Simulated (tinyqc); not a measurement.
Boltzmann transport in a parabolic band with a power-law relaxation time: sweeps and comparisons. A value that a table varies takes the place of the one given here.

F_j(eta) = (1/Gamma(j + 1)) integral_0^infinity x^j dx/(1 + exp(x - eta)), which tends to exp(eta) for eta << 0.

n = N F_1/2(eta) with N = 2 (m kB T/(4 pi c))^(3/2) with c = hbar^2/2m0, in 1/angstrom^3; times 1e24 for 1/cm^3, m = md.

tau = tau0 x^r with x = E/kT. With K_j = Gamma(j + 1) F_j(eta): <tau> = tau0 (r + 3/2) K_(r+1/2)/((3/2) K_(1/2)); mu = <tau>/(mc m0/e), m0/e = 5.685630e-12 kg/C; Hall factor rH = (3/2) K_(1/2) (2r + 3/2) K_(2r+1/2)/((r + 3/2) K_(r+1/2))^2; Seebeck S = -(kB/e) [(r + 5/2) K_(r+3/2)/((r + 3/2) K_(r+1/2)) - eta]; Lorenz number L = (kB/e)^2 [(r + 7/2) K_(r+5/2)/((r + 3/2) K_(r+1/2)) - ((r + 5/2) K_(r+3/2)/((r + 3/2) K_(r+1/2)))^2]; kB/e in V/K. Valley anisotropy is left out of rH.

Constants: hbar^2/2m0 = 3.80998211 eV angstrom^2; kB = 8.617333262e-05 eV/K.

Inputs chosen for the exercise (masses near those of Si; tau0 is set for a mobility of the usual size at this n, kL is a free input; freeze-out and phonon drag, which matter near 77 K, are left out; shifted at random, so the results belong to these values and not to a real crystal): md = 1.04 m0 (density-of-states mass); mc = 0.2519 m0 (conductivity mass); tau0 = 28 fs (tau at E = kT); r = 0.5 (exponent of tau); T = 500 K; kL = 41 W/(m K) (lattice thermal conductivity); ta = 140 fs (acoustic tau at E = kT and 300 K); ti = 240 fs (impurity tau at E = kT and 300 K); n = 2.3e+17 1/cm^3 (electron density).

## Doping: the thermoelectric optimum

tau0 is held fixed. sigma = e n mu with e = 1.602176634e-19 C; ZT = S^2 sigma T/(kL + L sigma T).

Results:
```
n (1/cm^3)    eta  mu (cm^2/(V s))  sigma (S/cm)     rH  S (microvolt/K)  L (1e-8)  S^2 sigma (mW/(m K^2))     ZT
6.0e+17     -4.55              294          28.3  1.104             -651     2.228                    1.20  0.015
2.0e+18     -3.34              295          94.6  1.103             -548     2.228                    2.84  0.035
6.0e+18     -2.22              297           286  1.101             -453     2.228                    5.87  0.071
2.0e+19     -0.93              304           976  1.094             -350     2.228                    11.9   0.14
3.0e+19     -0.46              309      1.49e+03  1.089             -315     2.229                    14.8   0.17
7.0e+19      0.63              328      3.68e+03  1.074             -244     2.234                    22.0   0.24
1.0e+20      1.16              341      5.47e+03  1.065             -215     2.239                    25.3   0.27
3.0e+20      3.39              413      1.99e+04  1.035             -133     2.281                    35.2   0.28
6.0e+20      5.64              492      4.73e+04  1.019              -91     2.332                    39.5   0.21
1.0e+21      8.03              571      9.15e+04  1.011              -67     2.370                    41.3   0.14
```

|S| falls by 198 microvolt/K from the first to the third row (198 a decade in the non-degenerate range; holes, which count near the intrinsic density, and non-parabolicity are left out). The power factor still rises at the last row, because tau grows with the Fermi energy for this r; ZT is largest at 3e+20 1/cm^3 (eta = 3.39). mu changes by a factor 1.94 over the table and rH goes from 1.104 to 1.011. A real tau0 would fall with doping.

## The scattering mechanism

eta = -5.51596

Same eta for each exponent.

Results:
```
r                                     mechanism  <tau>/tau0     rH  S (microvolt/K)  L (1e-8 W ohm/K^2)
-0.5                           acoustic phonons       0.752  1.178           -647.8               1.486
0.0                  a constant relaxation time       1.000  1.000           -690.9               1.857
0.5   polar optical or piezoelectric scattering       1.505  1.104           -734.0               2.228
1.5                          ionised impurities       4.518  1.932           -820.1               2.970
```

From r = -1/2 to 3/2 |S| grows by 172.3 microvolt/K, against 2 kB/e = 172.3 in the non-degenerate limit: scattering that favours fast electrons raises the mean energy carried. rH is 1 only for constant tau and reaches 1.932 for r = 3/2; L spans 1.486 to 2.970 against the metallic 2.443.

## Mobility against temperature (two scattering mechanisms together, and the Matthiessen rule)

Non-degenerate electrons. 1/tau(x) = x^(1/2)/tA + 1/(tI x^(3/2)), x = E/kT, with tA = ta (T/300)^(-3/2) and tI = ti (T/300)^(3/2) (the screening logarithm is held fixed). <tau> = integral x^(3/2) tau exp(-x) dx/Gamma(5/2); mu = <tau>/(mc m0/e), m0/e = 5.685630e-12 kg/C. Matthiessen: 1/mu = 1/muA + 1/muI with <tau>A = tA Gamma(2)/Gamma(5/2), <tau>I = tI Gamma(4)/Gamma(5/2).

rH = <tau^2>/<tau>^2. ta and ti are inputs of their own, not tied to tau0.

Mobilities (cm^2/(V s)):
```
T (K)  acoustic  impurity  Matthiessen  exact     rH  Matthiessen/exact
40     1.51e+04       368          359    342  1.756              1.050
60     8.22e+03       676          625    550  1.555              1.136
80     5.34e+03  1.04e+03          872    703  1.387              1.240
120    2.91e+03  1.91e+03     1.15e+03    829  1.185              1.393
160    1.89e+03  2.95e+03     1.15e+03    809  1.093              1.422
220    1.17e+03  4.75e+03          939    695  1.041              1.351
300         735  7.56e+03          670    540  1.029              1.241
400         478  1.16e+04          459    398  1.041              1.153
550         296  1.88e+04          292    269  1.067              1.085
```

The exact mobility peaks at 120 K of those listed. The two mechanisms are equal between 120 and 160 K. The rule overestimates everywhere, most at 160 K (by 42 %), since impurities stop the slow electrons and phonons the fast ones. rH runs between 1.029 and 1.756; the pure limits are 1.178 and 1.933, and the mixture dips below both, since the opposite energy slopes of the two rates leave tau nearly constant. Optical and intervalley phonons, left out, lower real mobilities above about 150 K.

## What moves the coefficients

sigma = e n mu with e = 1.602176634e-19 C; ZT = S^2 sigma T/(kL + L sigma T). Each row changes one parameter from the base and keeps the others.

Results:
```
case                mu (cm^2/(V s))  sigma (S/cm)  S (microvolt/K)       ZT
base                          294.3         10.84           -734.0  0.00712
md = 1.352 m0                 294.2         10.84           -767.9  0.00779
mc = 0.3275 m0                226.3         8.340           -734.0  0.00548
n = 4.6e+17 1/cm^3            294.4         21.70           -674.3   0.0120
tau0 = 42 fs                  441.4         16.27           -734.0   0.0107
kL = 20.5 W/(m K)             294.3         10.84           -734.0   0.0142
T = 550 K                     294.2         10.84           -746.3  0.00810
```

The largest shifts from the base row, up to three for each result and ties (the steps differ in size, so this ranks the rows, not the parameters). mu (cm^2/(V s)): tau0 +147, mc -67.9, n +0.122; unchanged at the printed digits by kL. sigma (S/cm): n +10.9, tau0 +5.42, mc -2.50; unchanged at the printed digits by md, kL and T. S (microvolt/K): n +59.7, md -33.9, T -12.3; unchanged at the printed digits by mc, tau0 and kL. ZT: kL +0.00712, n +0.00490, tau0 +0.00356. The row for T keeps tau0 fixed; for phonon scattering tau0 itself falls as T rises.

Computed by tinyqc, a small Python program: `OMP_NUM_THREADS=1 python tinyqc.py 1651577 1651578 out.jsonl` (the numbers bound the seed that draws the inputs); one thread of a shared host (Intel(R) Xeon(R) Processor @ 2.30GHz), about 0.01 s for the whole set of steps.
